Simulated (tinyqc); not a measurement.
Inside a calculation: sp3s* tight binding. Values are carried at full precision from step to step, so a last printed digit may differ when a step is redone from the rounded ones.

sp3s* tight binding, nearest neighbours only: anion (a) at 0, cation (c) at a/4 (1,1,1), orbitals s, px, py, pz, s* on each; k in units of 2 pi/a. With phases e_j = exp(i (pi/2) k.n_j) for n = (1,1,1), (1,-1,-1), (-1,1,-1), (-1,-1,1): g0 = (e1+e2+e3+e4)/4, g1 = (e1+e2-e3-e4)/4, g2 = (e1-e2+e3-e4)/4, g3 = (e1-e2-e3+e4)/4. The diagonal holds the levels Esa, Epa, Exa (s*) and Esc, Epc, Exc. Anion-cation block: <sa|sc> = Vss g0; <sa|xc> = Vsapc g1; <xa|sc> = -Vscpa g1; <xa|xc> = Vxx g0; <xa|yc> = <ya|xc> = Vxy g3, <xa|zc> = <za|xc> = Vxy g2, <ya|zc> = <za|yc> = Vxy g1; <s*a|xc> = Vxapc g1; <xa|s*c> = -Vpaxc g1; y and z take g2 and g3 in place of g1; s-s* and s*-s* vanish.

Constants: hbar^2/2m0 = 3.80998211 eV angstrom^2.

Parameters, chosen for this exercise (near a published set for GaAs, fitted to gaps, whose masses and valley positions are rough; shifted at random, so the results belong to these values and not to a real crystal):
- k = (0.16, 0.06, 0.25) 2 pi/a (wave vector)
- Esa = -8.339 eV (s level of the anion)
- Epa = 1.038 eV (p level of the anion)
- Esc = -2.657 eV (s level of the cation)
- Epc = 3.668 eV (p level of the cation)
- Exa = 8.606 eV (s* level of the anion)
- Exc = 6.732 eV (s* level of the cation)
- Vss = -6.438 eV (s-s)
- Vxx = 1.957 eV (px-px)
- Vxy = 5.091 eV (px-py)
- Vsapc = 4.474 eV (s anion, p cation)
- Vscpa = 5.773 eV (s cation, p anion)
- Vxapc = 4.851 eV (s* anion, p cation)
- Vpaxc = 4.811 eV (p anion, s* cation)
- a = 5.653 angstrom (lattice constant)

## Phase sums

Form g0 to g3 at this k.

g0, g1, g2, g3: 0.89088-0.00896i  -0.03488+0.22874i  -0.09475+0.08421i  -0.02162+0.36902i

## The Hamiltonian without spin-orbit coupling

Fill in the 10 x 10 matrix.

H(k) (eV):
```
                  sa               xa               ya               za              s*a               sc
sa           -8.3390                0                0                0                0  -5.7355+0.0577i
xa                 0           1.0380                0                0                0   0.2014-1.3205i
ya                 0                0           1.0380                0                0   0.5470-0.4862i
za                 0                0                0           1.0380                0   0.1248-2.1303i
s*a                0                0                0                0           8.6060                0
sc   -5.7355-0.0577i   0.2014+1.3205i   0.5470+0.4862i   0.1248+2.1303i                0          -2.6570
xc   -0.1561-1.0234i   1.7435+0.0175i  -0.1101-1.8787i  -0.4824-0.4287i  -0.1692-1.1096i                0
yc   -0.4239-0.3768i  -0.1101-1.8787i   1.7435+0.0175i  -0.1776-1.1645i  -0.4596-0.4085i                0
zc   -0.0967-1.6510i  -0.4824-0.4287i  -0.1776-1.1645i   1.7435+0.0175i  -0.1049-1.7901i                0
s*c                0   0.1678+1.1005i   0.4558+0.4051i   0.1040+1.7753i                0                0

                  xc               yc               zc             s*c
sa   -0.1561+1.0234i  -0.4239+0.3768i  -0.0967+1.6510i               0
xa    1.7435-0.0175i  -0.1101+1.8787i  -0.4824+0.4287i  0.1678-1.1005i
ya   -0.1101+1.8787i   1.7435-0.0175i  -0.1776+1.1645i  0.4558-0.4051i
za   -0.4824+0.4287i  -0.1776+1.1645i   1.7435-0.0175i  0.1040-1.7753i
s*a  -0.1692+1.1096i  -0.4596+0.4085i  -0.1049+1.7901i               0
sc                 0                0                0               0
xc            3.6680                0                0               0
yc                 0           3.6680                0               0
zc                 0                0           3.6680               0
s*c                0                0                0          6.7320
```

## Levels at this k

Diagonalise H, which belongs to k = (0.16, 0.06, 0.25) (2 pi/a). Four bands are filled (two electrons each); give the make-up of band 5, the lowest empty one.

levels (eV): -12.1979  -2.5518  -0.7944  -0.4011  2.4021  4.1121  5.1404  5.4732  7.6767  9.6007

weights of band 5: s 0.647, p 0.297, s* 0.056

weight of band 5 on atom a = 0.373

The vertical gap at this k is 2.8031 eV; band 5 is mostly s-like.

## Levels at Gamma

At k = 0 only g0 = 1 is left and H falls into 2 x 2 blocks [[E_a, V], [V, E_c]] with roots (E_a + E_c)/2 -/+ sqrt(((E_a - E_c)/2)^2 + V^2); the s* levels stay uncoupled. The direct gap runs from the highest lower root of the p blocks to the lowest upper root.

Blocks at Gamma (eV):
```
block            E_a      E_c        V  lower root  upper root
s (Gamma1)   -8.3390  -2.6570  -6.4380    -12.5350      1.5390
p (Gamma15)   1.0380   3.6680   1.9570     -0.0048      4.7108
```

direct gap at Gamma = 1.5438 eV

The lowest empty level at Gamma is s-like.

## Bands near the gap

Diagonalise at L = (1/2,1/2,1/2), X = (1,0,0), W = (1,1/2,0), K = (3/4,3/4,0) and at the fractions named between them; energies from the top of the valence band at Gamma; 4 bands are filled.

Levels (eV):
```
k        level 2  level 3  level 4  level 5  level 6
L         -6.984   -1.404   -1.404    1.681    3.815
L-G 0.5   -4.136   -0.781   -0.781    2.123    4.223
G          0.000    0.000    0.000    1.544    4.716
G-X 0.2   -1.284   -0.411   -0.411    2.304    4.188
G-X 0.4   -3.241   -1.274   -1.274    2.790    3.289
G-X 0.6   -5.136   -2.116   -2.116    2.520    2.777
G-X 0.7   -5.983   -2.448   -2.448    2.286    2.647
G-X 0.8   -6.717   -2.696   -2.696    2.131    2.515
G-X 0.9   -7.265   -2.849   -2.849    2.052    2.412
X         -7.483   -2.900   -2.900    2.029    2.372
W         -7.483   -2.900   -2.900    2.029    2.372
K         -7.397   -3.131   -2.457    1.980    2.510
K-G 0.5   -4.811   -1.969   -0.849    2.394    3.541
```

On these points the lowest empty level is lowest at G, 1.544 eV above the top.

## Valleys and masses

The lowest conduction level at Gamma, at its minimum on (x,0,0) for x from 0.5 to 1, and at the point L (L, and X where the search ends there, need not be minima in this model; a zero or negative inverse mass shows it). Inverse masses m0/m = (E(+h) + E(-h) - 2 E)/(2 c q^2) with c = hbar^2/2m0, q = h 2 pi/a, h = 0.002; longitudinal along the valley axis ([100] at Gamma and Delta, [111] at L), transverse along [010] or [1-10]. A dash: the next level lies within 0.15 eV, so a single mass has no use there.

Valleys:
```
valley  x (2 pi/a)  E - Ev (eV)  m0/m_l  m0/m_t
Gamma       0.0000       1.5438    8.42    8.42
Delta       1.0000       2.0290    0.46    0.00
L           0.5000       1.6814    0.61    1.37
```

Of these three the lowest is Gamma, which makes the gap direct, 1.5438 eV. At Delta m0/m_t is 0.00. This nearest-neighbour model is fitted to gaps: it places the Delta minimum and the masses at Delta and L only roughly (transverse masses can be several times too heavy), and since its bands are flat from X to W the transverse mass grows too heavy towards X; d orbitals or second neighbours cure this.

## Checks

- Direct gap at Gamma from the blocks against the full matrix: both 1.54375.

Computed by tinyqc, a small Python program: `OMP_NUM_THREADS=1 python tinyqc.py 1452680 1452681 out.jsonl` (the numbers bound the seed that draws the inputs); one thread of a shared host (Intel(R) Xeon(R) Processor @ 2.30GHz), about 0.05 s for the whole set of steps.
